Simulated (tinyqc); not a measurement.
Surface potential of a MOS transistor: implicit equation and explicit approximations: one step of the calculation.

p-type body, charge-sheet picture, depletion and inversion only, full ionisation (an idealisation for deep acceptors), Boltzmann statistics (rough once Na exp(x - xn) passes about Nc/7). In units of Vt: xg = (Vg - Vfb)/Vt, x = psi/Vt, G = gamma/sqrt(Vt), xn = (2 phiF + Vc)/Vt. The implicit equation is (xg - x)^2 = G^2 [x - 1 + exp(x - xn)] for x above about 3. Cox = eps0 eox/tox.

Question. New x. D = exp(x - xn), f = (xg - x)^2 - G^2 (x - 1 + D), f' = -2 (xg - x) - G^2 (1 + D), x(new) = x - f/f'.

x after iteration 2 = 46.269681
G = 0.73607301
xn = 39.360224
xg = 70.013926

Find: D; f; f'; x after iteration 3.

Answer.

D = 1002
f = -3.464
f' = -590.8
x after iteration 3 = 46.26

tinyqc, about 0.01 s, one thread, Intel Xeon 2.30GHz (shared host): `OMP_NUM_THREADS=1 python tinyqc.py 2122139 2122140 out.jsonl`
